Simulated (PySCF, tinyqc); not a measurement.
RHF in the sto-6g basis, for Li-, spin multiplicity 1, step by step. The basis has no diffuse functions, so it cannot describe the extra electron: this is an exercise in the method, not the real anion. The lowest restricted solution is unstable here: a spin-polarised one lies 0.0049 hartree lower (PySCF). Computed by tinyqc, a small Python program that keeps every step (integrals from PySCF). Settings: charge = -1, multiplicity = 1, basis = sto-6g, energy threshold = 1e-09, iteration cap = 64, orthogonalisation = symmetric, start = core, DIIS depth = 0, method = RHF. Command: `OMP_NUM_THREADS=1 python tinyqc.py 21188 21189 out.jsonl` (the two numbers bound the seeds that draw the settings). One thread of a shared host (Intel(R) Xeon(R) Processor @ 2.60GHz), about 0.04 s of CPU time with the checks.

Geometry (angstrom):
```
atom         x         y         z
Li    0.000000  0.000000  0.000000
```

Stop when the energy changes by less than 1e-09 hartree and every element of the error matrix X^T (F D S - S D F) X is below 9e-06.

Course of the cycle:
```
iteration  E (hartree)     change  largest element of the error matrix
1          -7.29524605          -                             4.35e-16
2          -7.29524605  -5.33e-15                             4.36e-16
```

Can the last value be used, and what does the course show?

Yes. Converged in 2 iterations. PySCF RHF in the same basis = -7.29524605 hartree.
